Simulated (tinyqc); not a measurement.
# Undoped gate-all-around wire MOSFET, analytic charge model, step by step

tinyqc, about 0.02 s, one thread, Intel Xeon 2.30GHz (shared host): `OMP_NUM_THREADS=1 python tinyqc.py 2460045 2460046 out.jsonl` Printed values are rounded.

An undoped round wire of radius R under an insulator shell and a surrounding gate; long channel, electrons only, n = ni exp((psi - V)/Vt) with V the quasi-Fermi potential (0 at the source, Vd at the drain), constant mobility, no quantisation. The radial Poisson equation gives n(r) = n(0)/(1 - (1 - b) r^2/R^2)^2 with b = Q0/(Q + Q0). Q is the electron charge per area of the wire surface.

Parameters, values chosen for the exercise; material values close to those of gallium arsenide:
- T = 325 K (temperature)
- Eg = 1.43 eV (band gap)
- eps_r = 13 (relative permittivity of the semiconductor)
- Nc = 5.02e17 cm^-3 (conduction-band density of states at T)
- Nv = 1.03e19 cm^-3 (valence-band density of states at T)
- eox = 25.3 (relative permittivity of the gate insulator)
- tox = 12 nm (insulator thickness)
- R = 4 nm (wire radius)
- dphi = 0.24 V (gate work function less that of the intrinsic body)
- mu = 660 cm^2/(V s) (channel mobility)
- L = 0.5 um (gate length)
- Vg = 1.12 V (gate voltage)
- Vd = 0.5 V (drain voltage)

Constants: q = 1.602176634e-19 C, kB = 1.380649e-23 J/K, Vt = kB T/q, eps0 = 8.8541878128e-14 F/cm where lengths are in cm. Results are converted to the units shown.

Range of the model: In a wire this thin, quantum confinement raises the threshold; it is left out. The surface density at the source passes 0.3 Nc, where Boltzmann statistics fail.

## Constants of the wire

ni = sqrt(Nc Nv) exp(-Eg/(2 Vt)), Eg in volts; Cox = eps0 eox/(R ln(1 + tox/R)); Q0 = 4 eps0 eps_r Vt/R; V0 = dphi + Vt ln[8 eps0 eps_r Vt/(q ni R^2)].

ni = 1.85891e7 cm^-3
Cox = 4.03974 uF/cm^2
Q0 = 322.365 nC/cm^2
V0 = 0.996648 V

## Iteration 1: charge at the source by Newton steps in y = ln(Q/Q0)

y at the start = 0

With V = 0 and Q = Q0 exp(y): f = Q/Cox + Vt y + Vt ln(1 + Q/Q0) - (Vg - V0); df/dy = Q/Cox + Vt (1 + Q/(Q + Q0)); y(new) = y - f/(df/dy).

Q = 322.365 nC/cm^2
f = -0.0241409 V
df/dy = 0.121808 V
y after iteration 1 = 0.198188

## Iteration 2: charge at the source by Newton steps in y = ln(Q/Q0)

As before.

Q = 393.025 nC/cm^2
f = 0.00181334 V
df/dy = 0.140682 V
y after iteration 2 = 0.185299

## Course of the iteration: charge at the source by Newton steps in y = ln(Q/Q0)

Stop when y changes by less than 1e-11, or after 60 iterations.

Course of the iteration:
```
iteration         y  |change|
1          0.198188     0.198
2          0.185299    0.0129
3          0.185237   6.19e-5
4          0.185237   1.42e-9
5          0.185237   < 1e-13
```

Converged in 5 iterations. At the end the number of correct digits about doubles with each step.

## Drain current and line charge

Qs = 387.968 nC/cm^2
Qd = 4.65222e-4 nC/cm^2

Q solves Vg - V0 - V = Q/Cox + Vt ln(Q/Q0) + Vt ln(1 + Q/Q0). I = mu (2 pi R/L)[2 Vt (Qs - Qd) + (Qs^2 - Qd^2)/(2 Cox) + Vt Q0 ln((Qd + Q0)/(Qs + Q0))], with Qs at V = 0 and Qd at V = Vd. Electrons per length at the source: 2 pi R Qs/q; surface over centre density: (1 + Qs/Q0)^2.

first term = 0.720934 uA
second term = 0.618047 uA
third term = -0.236631 uA
I = 1.10235 uA
electrons per length = 0.608590 1/nm
surface over centre density = 4.85543

The square-law term makes up 56.1 % of the current.
